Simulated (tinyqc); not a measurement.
Trap density from two Hall measurements.

Inverse problem. p-type body, charge-sheet picture, full ionisation (an idealisation for deep acceptors), Boltzmann statistics for free electrons. e = Ec - EF at the surface. psi = Eg - Vt ln(Nv/Na) - e; N_dep = sqrt(2 eps0 eps_r Na (psi - Vt)/q); n_f = sqrt(N_dep^2 + 2 eps0 eps_r Vt Nc exp(-e/Vt)/q) - N_dep; Vg = Vfb + psi + q (N_dep + n_t + n_f)/Cox, Cox = eps0 eox/tox. Find e and n_t at both points and the mean trap density between them.

Parameters, values chosen for the exercise; band and dielectric values close to those of silicon:
- T = 400 K (temperature)
- Eg = 1.12 eV (band gap)
- eps_r = 11.9 (relative permittivity)
- Nc = 4.36e19 cm^-3 (conduction-band density of states at T)
- Nv = 4.08e19 cm^-3 (valence-band density of states at T)
- eox = 3.9 (relative permittivity of the insulator)
- tox = 29 nm (insulator thickness)
- Na = 5e15 cm^-3 (acceptor density)
- Vfb = -0.94 V (flat-band voltage without trapped charge)

Constants: q = 1.602176634e-19 C, kB = 1.380649e-23 J/K, Vt = kB T/q, eps0 = 8.8541878128e-14 F/cm where lengths are in cm. Results are converted to the units shown.

Vg (V): [-0.19787412, -0.083412317]
free sheet density from the Hall effect (cm^-2): [3.4589659e9, 1.8792597e10]

Answer. Each n_f fixes e; what the gate voltage holds beyond psi, N_dep and n_f is trapped; the difference quotient is the density, smeared over a few Vt.

e (eV): [0.3350, 0.2730]
n_t (cm^-2): [2.530e10, 3.736e10]
mean trap density = 1.946e11 cm^-2 eV^-1

Numbers from tinyqc (`OMP_NUM_THREADS=1 python tinyqc.py 2222196 2222197 out.jsonl`; about 0.02 s on one thread of a shared Intel Xeon 2.30GHz).
